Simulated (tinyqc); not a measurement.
What moves the results: free and nearly free electrons in a metal. A value that a table varies takes the place of the one given here.

The cubic cell holds 4 atoms: n = 4 z/a^3, kF = (3 pi^2 n)^(1/3), EF = c kF^2/m, vF = 2 c kF/(m hbar), c = hbar^2/2m0; rs = (3/(4 pi n))^(1/3)/a0; D(EF) = 3 n/(2 EF).

Square wire of width w with grain size w: rho/rho0 = 1/(1 - 3 al/2 + 3 al^2 - 3 al^3 ln(1 + 1/al)) + (3/4) (1 - p) l/w, with al = (l/w) Rg/(1 - Rg) (Mayadas-Shatzkes plus the thick-wire form of Fuchs-Sondheimer); l = hbar kF/(n e^2 rho), e = 1.602176634e-19 C.

Constants: hbar^2/2m0 = 3.80998211 eV angstrom^2; hbar = 6.58211957e-16 eV s; a0 (Bohr radius) = 0.5291772105 angstrom.

Inputs chosen for the exercise (near those of Co, whose d bands this model ignores; the results hold for these values, not for the real material):
```
symbol  value  unit          meaning
a       3.529  angstrom      fcc lattice constant
z       2                    free electrons an atom
m       1      m0            mass
rho     7.08   micro-ohm cm  bulk resistivity
p       0                    specularity of the surfaces
Rg      0.35                 reflection at grain boundaries
w       10     nm            wire width
```

## Resistivity of narrow wires

Wires:
```
w (nm),al,grain term (factor - 1),surface term,rho (micro-ohm cm)
200,0.015,0.022,0.021,7.39
100,0.030,0.045,0.042,7.69
50,0.060,0.088,0.084,8.30
30,0.100,0.146,0.140,9.10
20,0.150,0.217,0.210,10.10
14,0.215,0.308,0.299,11.38
10,0.301,0.427,0.419,13.07
7,0.430,0.605,0.599,15.60
```

l = 5.59 nm

What does this show?

At 7 nm the resistivity is 2.20 times the bulk value; grain boundaries add more (0.60 from grains, 0.60 from surfaces). It passes twice the bulk value between 10 and 7 nm. 

## What sets the wire resistivity

All results formed anew. Each row changes one parameter from the base and keeps the others.

Results:
```
case,EF (eV),l (nm),wire rho (micro-ohm cm)
base,11.712,5.59,13.074
a = 3.635 angstrom,11.039,5.93,13.434
m = 1.2 m0,9.760,5.59,13.074
rho = 8.496 micro-ohm cm,11.712,4.66,14.504
p = 0.3,11.712,5.59,12.183
Rg = 0.245,11.712,5.59,11.895
w = 7 nm,11.712,5.59,15.602
```

What does this show?

The largest shifts from the base row, up to three for each result and ties (the steps differ in size, so this ranks the rows, not the parameters). EF (eV): m -1.952, a -0.673; unchanged at the printed digits by rho, p, Rg and w. l (nm): rho -0.93, a +0.34; unchanged at the printed digits by m, p, Rg and w. wire rho (micro-ohm cm): w +2.528, rho +1.430, Rg -1.179; unchanged at the printed digits by m. The mass drops out of l at given rho, because vF falls and tau rises by the same factor.

tinyqc: `OMP_NUM_THREADS=1 python tinyqc.py 1652397 1652398 out.jsonl`; about 0.01 s, one thread, shared Intel(R) Xeon(R) Processor @ 2.30GHz.
